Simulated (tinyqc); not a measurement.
Exciton in a hard-walled quantum well (variational): one step. The form factor. Two cases, with inputs chosen for the exercise.

Problem. F at k = 0.5/a*, 1/a*, 2/a*, 4/a* and 8/a*.

Electron and hole in the lowest states cos(pi z/L) of a hard-walled well; relative motion in the plane exp(-rho/lam). E(lam) = c/(mu lam^2) - (q/eps) <1/r>, <1/r> = integral over k from 0 to infinity of F(kL) (1 + (k lam/2)^2)^(-3/2), F(x) = [3x + 8 pi^2/x - 32 pi^4 (1 - exp(-x))/(x^2 (x^2 + 4 pi^2))]/(x^2 + 4 pi^2); c = hbar^2/2m0, q = e^2/(4 pi eps0). E is counted from the subband edge.

Give: Form factor.

Case 1.

Values chosen (out of a larger set: near those of ZnSe; not measured data): L = 20 angstrom (well width).
a* = 36.7982 angstrom

Solution.

Form factor:

| k a* | k L | F |
|---|---|---|
| 0.5 | 0.2718 | 0.9462 |
| 1.0 | 0.5435 | 0.8967 |
| 2.0 | 1.0870 | 0.8091 |
| 4.0 | 2.1740 | 0.6700 |
| 8.0 | 4.3480 | 0.4867 |

Case 2.

Values chosen (out of a larger set: near those of ZnSe; not measured data): L = 49 angstrom (well width).
a* = 41.2079 angstrom

Solution.

Form factor:

| k a* | k L | F |
|---|---|---|
| 0.5 | 0.5945 | 0.8878 |
| 1.0 | 1.1891 | 0.7941 |
| 2.0 | 2.3782 | 0.6482 |
| 4.0 | 4.7564 | 0.4617 |
| 8.0 | 9.5127 | 0.2814 |

Computed by tinyqc, one run a case: `OMP_NUM_THREADS=1 python tinyqc.py N N+1 out.jsonl` with N = 1252433, 1280610; one thread of a shared Intel(R) Xeon(R) Processor @ 2.30GHz, about 0.02 s a run at most.
